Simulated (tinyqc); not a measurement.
MOS inversion layer, Poisson-Schroedinger loop: course of the self-consistent loop.

Electrons confined at an insulator interface at z = 0, treated as a hard wall; parabolic valleys, Hartree approximation, no image or exchange terms. The depletion charge lies far deeper than the electrons and gives a uniform field q Nd/(eps0 eps_r); the gate balances all charge. Energies are counted from the band edge at the interface.

V0 = q Nd z/(eps0 eps_r) in eV.

Tridiagonal Hamiltonian with psi = 0 one step beyond both ends: H_ii = C (1/m_(i-1/2) + 1/m_(i+1/2))/hz^2 + V0_i + U_i, H_(i,i+1) = -C/(m_(i+1/2) hz^2), C = hbar^2/(2 m0). The lowest 2 level(s) are kept, normalised to hz sum |psi|^2 = 1. The mass is the same on all intervals.

Level k holds N_k = D_k Vt ln(1 + exp((EF - E_k)/Vt)) with D = 4 md1 m0 q/(pi hbar^2) per eV (spin included); EF is fixed by sum N_k = Ns.

n_i = sum_k N_k |psi_k|^2 (converted to cm^-3). Hartree part by Gauss: on the interval before node i the electrons still beyond are S_i = Ns - hz sum_(j<i) n_j, and U_i = U_(i-1) + q S_i hz/(eps0 eps_r) in eV, U_0 = 0 at the interface. Mixing: U(new) = U + a (U(out) - U).

Start from U = 0. Stop when the largest |U(out) - U| is below 1e-7 eV, or after 40 rounds.

Inputs (values chosen for the exercise); masses and permittivity close to those of germanium (100):
```
symbol,value,unit,meaning
T,300,K,temperature
eps_r,15.8,,relative permittivity
mz1,0.12,m0,mass along z of valley set A (4 valley(s))
md1,0.295,m0,in-plane density-of-states mass of set A
Ns,1e13,cm^-2,sheet density of electrons
Nd,8.4e10,cm^-2,sheet density of depletion charge
hz,1.1,nm,mesh step
a,1,,mixing factor
```

Constants: q = 1.602176634e-19 C, kB = 1.380649e-23 J/K, hbar = 1.054571817e-34 J s, m0 = 9.1093837015e-31 kg, Vt = kB T/q, eps0 = 8.8541878128e-14 F/cm where lengths are in cm, hbar^2/(2 m0) = 0.0380998212 eV nm^2. Results are converted to the units shown.

| node | z (nm) |
|---|---|
| 1 | 1.1 |
| 2 | 2.2 |
| 3 | 3.3 |
| 4 | 4.4 |
| 5 | 5.5 |
| 6 | 6.6 |
| 7 | 7.7 |
| 8 | 8.8 |
| 9 | 9.9 |
| 10 | 11 |
| 11 | 12.1 |
| 12 | 13.2 |
| 13 | 14.3 |
| 14 | 15.4 |
| 15 | 16.5 |
| 16 | 17.6 |

Course of the iteration:

| round | level A1 (eV) | EF (eV) | largest \|U(out) - U\| (eV) |
|---|---|---|---|
| 1 | 0.0175369 | 0.00973062 | 1.01 |
| 2 | 0.366576 | 0.371108 | 0.770 |
| 3 | 0.256334 | 0.247413 | 0.650 |
| 4 | 0.361191 | 0.365719 | 0.643 |
| 5 | 0.262239 | 0.253268 | 0.624 |
| 6 | 0.360240 | 0.364768 | 0.623 |
| 7 | 0.263317 | 0.254341 | 0.619 |
| 8 | 0.360049 | 0.364576 | 0.619 |
| 9 | 0.263534 | 0.254558 | 0.618 |
| ... | ... | ... | ... |
| 32 | 0.360000 | 0.364527 | 0.618 |
| 33 | 0.263591 | 0.254614 | 0.618 |
| 34 | 0.360000 | 0.364527 | 0.618 |
| 35 | 0.263591 | 0.254614 | 0.618 |
| 36 | 0.360000 | 0.364527 | 0.618 |
| 37 | 0.263591 | 0.254614 | 0.618 |
| 38 | 0.360000 | 0.364527 | 0.618 |
| 39 | 0.263591 | 0.254614 | 0.618 |
| 40 | 0.360000 | 0.364527 | 0.618 |

Did this iteration meet its convergence test, and what does its course show?

No. Not converged within 40 rounds: the residual has levelled off at one value. The lowest level moves up and down in turn: each round overcorrects the one before. Reruns converge within the same cap with Anderson mixing of depth 4 with a = 0.5 (14 rounds) and with plain mixing with a = 0.5 (22 rounds).

Numbers from tinyqc (`OMP_NUM_THREADS=1 python tinyqc.py 2160171 2160172 out.jsonl`; about 0.8 s on one thread of a shared Intel Xeon 2.30GHz).
